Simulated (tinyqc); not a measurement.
Sub-threshold conduction and electro-thermal threshold of an amorphous chalcogenide: one step of the calculation.

Trap-limited conduction: I = I0 exp(-Ea/kB T) sinh(q V dz/(2 ua kB T)), I0 = 2 q A Nt dz/ta. One lumped temperature T = T0 + Rt I V. The threshold is the largest V for which a steady state exists on the low-current branch.

Task. Isothermal quantities. I0, the low-field resistance 2 ua kB T0 exp(Ea/kB T0)/(q dz I0), the slope voltage V0 = 2 ua kB T0/(q dz), and I at V without heating.

Values chosen for this exercise; values of the order of Ge-Sb-Te and related chalcogenides:
```
symbol,value,unit,meaning
T0,300,K,ambient temperature
A,2900,nm^2,cross-section
ua,33,nm,amorphous thickness
dz,5.1,nm,distance between traps
Ea,0.27,eV,activation energy
Nt,7.5e18,cm^-3,trap density
ta,2e-14,s,attempt time
V,1.07,V,voltage across the amorphous layer
```

Constants: q = 1.602176634e-19 C, kB = 1.380649e-23 J/K. Results are converted to the units shown.

Wanted: I0; low-field resistance; V0; I without heating.

Result.

I0 = 1.7772 mA
low-field resistance = 6.4644 Mohm
V0 = 0.33456 V
I without heating = 0.63267 uA

Range of the model: Purely electronic switching mechanisms, filaments and series resistance are left out.

Numbers from tinyqc (`OMP_NUM_THREADS=1 python tinyqc.py 2490122 2490123 out.jsonl`; about 0.01 s on one thread of a shared Intel Xeon 2.30GHz).
